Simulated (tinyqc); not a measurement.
Dopant mobility from one pulse.

Inverse problem. With linear drift and no window, R = Ron x + Roff (1 - x), dx/dt = k i, k = mv Ron/D^2, and so R^2 = R0^2 - 2 k (Roff - Ron) phi after the flux phi. Find x0, k, mv and the charge passed.

Inputs (values chosen for the exercise): resistance of the fully doped film Ron = 200 ohm; resistance of the undoped film Roff = 5000 ohm; film thickness D = 15 nm.

R before and after a pulse of flux 0.067 V s (ohm): 3800  3104.4227

Solution. R^2 is linear in the flux and R is linear in the charge.

x0 = 0.250
k = 7.47e3 1/C
mv = 8.40e-15 m^2/(V s)
charge = 19.4 uC

Program tinyqc, `OMP_NUM_THREADS=1 python tinyqc.py 2880042 2880043 out.jsonl`; Intel Xeon 2.30GHz, shared host, one thread, about 0.2 s.
